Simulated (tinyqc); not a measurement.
Ellipsometry and reflectance of a transparent film on an absorbing substrate: one step of the calculation.

Air (index 1), film, substrate with N2 = n2 - i k2; time factor exp(+i w t). q_j = sqrt(N_j^2 - sin^2 th), root with positive real part. Fresnel coefficients r_s = (q_a - q_b)/(q_a + q_b), r_p = (N_b^2 q_a - N_a^2 q_b)/(N_b^2 q_a + N_a^2 q_b). tan(Psi) exp(i Delta) = R_p/R_s, Delta taken from 0 to 360 degrees.

Question. Psi, Delta and reflectances. beta = 2 pi d q1/lam, X = exp(-2 i beta), R = (r01 + r12 X)/(1 + r01 r12 X) for p and s.

Inputs (values chosen for the exercise): wavelength lam = 632.8 nm; film thickness d = 71 nm.

q1 = 0.91376977
r01,p = -0.13245782
r01,s = -0.36752163
r12,p = 0.37548375-0.00198098i
r12,s = -0.61021441+0.00162449i

Wanted: beta; X; R_p; R_s; Psi; Delta; |R_p|^2; |R_s|^2.

Answer.

beta = 0.6442 rad
X = 0.2787-0.9604i
R_p = -0.0478-0.3638i
R_s = -0.5925+0.4320i
Psi = 26.59 degrees
Delta = 118.6 degrees
|R_p|^2 = 0.1347
|R_s|^2 = 0.5377

The bare substrate gives Psi = 17.76 and Delta = 179.58 degrees.

Program tinyqc, `OMP_NUM_THREADS=1 python tinyqc.py 2870180 2870181 out.jsonl`; Intel Xeon 2.30GHz, shared host, one thread, about 0.5 s.
